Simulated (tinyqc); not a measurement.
## ESD clamp with bipolar snapback, compact model and design window: effect of the current gain of the parasitic npn

The drain junction multiplies the current that enters it: Igen = (M - 1)(Ic + I0), M = 1/(1 - (Vj/BV)^n). The generated holes leave through the substrate resistance and the base of the parasitic npn: Igen = Vb/Rb + Ic/be, Ic = Is exp(Vb/Vt). Terminal current I = Ic + I0 + Igen and voltage V = Vj + I Ro, per width. Isothermal, constant gain.

For given Vb: Ic, Igen, M = 1 + Igen/(Ic + I0), Vj = BV (1 - 1/M)^(1/n), I and V. Vt1 is the maximum of V along the curve, Vh the following minimum, Vt2 the voltage at I = It2. It1 and Ih are the currents at Vt1 and Vh.

Parameters, values chosen for the exercise; values close to those of grounded-gate n-channel clamps:
- T = 300 K (temperature)
- BV = 6.2 V (junction breakdown voltage)
- n = 4.9 (exponent of the multiplication)
- Is = 8.3e-18 A/um (saturation current)
- I0 = 4.4e-11 A/um (junction leakage)
- Rb = 7300 ohm um (substrate resistance)
- Ro = 580 ohm um (drain ballast and contact resistance)
- It2 = 11.7 mA/um (failure current for 100 ns)

Constants: q = 1.602176634e-19 C, kB = 1.380649e-23 J/K, Vt = kB T/q. Results are converted to the units shown.

Result of one run:
```
Vt1 (V),It1 (uA/um),Vh (V),Ih (uA/um),Vt2 (V),Vt2 - Vt1 (V)
6.246,83.78,5.076,825.4,10.79,4.549
```

Which current gain of the parasitic npn be gave this result: 1, 1.7, 2.9, 4.9 or 8.2?

be = 8.2.

The whole series:
```
be,Vt1 (V),It1 (uA/um),Vh (V),Ih (uA/um),Vt2 (V),Vt2 - Vt1 (V)
1,6.246,84.07,5.883,402.2,12.18,5.933
1.7,6.246,83.93,5.691,497.5,11.87,5.620
2.9,6.246,83.85,5.475,603.8,11.51,5.265
4.9,6.246,83.80,5.264,714.8,11.15,4.900
8.2,6.246,83.78,5.076,825.4,10.79,4.549
14,6.246,83.76,4.913,935.2,10.46,4.209
24,6.246,83.75,4.787,1033,10.15,3.905
40,6.246,83.75,4.701,1110,9.908,3.662
```

As be goes from 1 to 40, Vt1 stays near 6.25 V, It1 stays near 83.8 uA/um, Vh falls from 5.88 to 4.70 V and Vt2 falls from 12.2 to 9.91 V. Vt2 exceeds Vt1, the condition for all fingers to turn on, in 8 of the 8 rows. A higher gain needs less multiplication to hold, so Vh falls.

Program tinyqc, `OMP_NUM_THREADS=1 python tinyqc.py 2670151 2670152 out.jsonl`; Intel Xeon 2.30GHz, shared host, one thread, about 0.02 s.
